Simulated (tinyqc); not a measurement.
Heat flow across a film from the phonon Boltzmann equation in the relaxation-time approximation: one step, computed by the program tinyqc. Command: `OMP_NUM_THREADS=1 python tinyqc.py 3018783 3018784 out.jsonl slabbte walk`. One thread of a shared host (Intel(R) Xeon(R) Processor @ 2.30GHz), about 0.02 s of CPU time with the checks.

Two black walls, hot at x = 0 and cold at x = L, emit phonons isotropically. For one free path Lambda, with tau = x/Lambda, tau_L = L/Lambda and phi = (T - T_cold)/Delta T, energy balance gives phi(tau) = (1/2) [E2(tau) + int_0^tau_L phi(s) E1(|tau - s|) ds]; E_n are the exponential integrals. The flux over the ballistic flux C v Delta T/4 is psi = 1 - 2 int_0^tau_L phi(s) E2(s) ds, and kappa_eff/kappa = (3/4) tau_L psi. kappa = C v Lambda/3 is an input, so at fixed kappa a longer free path means a smaller C v.

Task: Temperature profile and flux in the small system. Cut the film into n equal cells with constant phi, collocated at the centres c_i: the kernel integrates to A_ij = |E2(|c_i - e_j|) - E2(|c_i - e_(j+1)|)|/2 for cell edges e_j, and A_ii = 1 - E2(half a cell); solve (1 - A) phi = E2(c)/2; psi = 1 - 2 sum_j phi_j [E3(e_j) - E3(e_(j+1))]. In short, (1 - A) phi = b and psi = 1 - 2 sum_j w_j phi_j, with b the right-hand side and w_j the flux weights; the cells divide 0 to tau_L.

1 - A:
```
            1           2           3           4           5
1   0.3115500  -0.1231453  -0.0243124  -0.0060188  -0.0016334
2  -0.1231453   0.3115500  -0.1231453  -0.0243124  -0.0060188
3  -0.0243124  -0.1231453   0.3115500  -0.1231453  -0.0243124
4  -0.0060188  -0.0243124  -0.1231453   0.3115500  -0.1231453
5  -0.0016334  -0.0060188  -0.0243124  -0.1231453   0.3115500
```

right-hand side E2(c)/2: 0.1557750  0.03262967  0.008317245  0.002298472  6.651064e-04

optical thickness tau_L = 5.277778

flux weights E3(e_j) - E3(e_(j+1)): 0.3982295  0.07552063  0.01892382  0.005189958  0.001495269

Give: phi at the cell centres; psi, small system.

Result:

phi at the cell centres: 0.8042  0.6512  0.5000  0.3488  0.1958

psi, small system = 0.2380
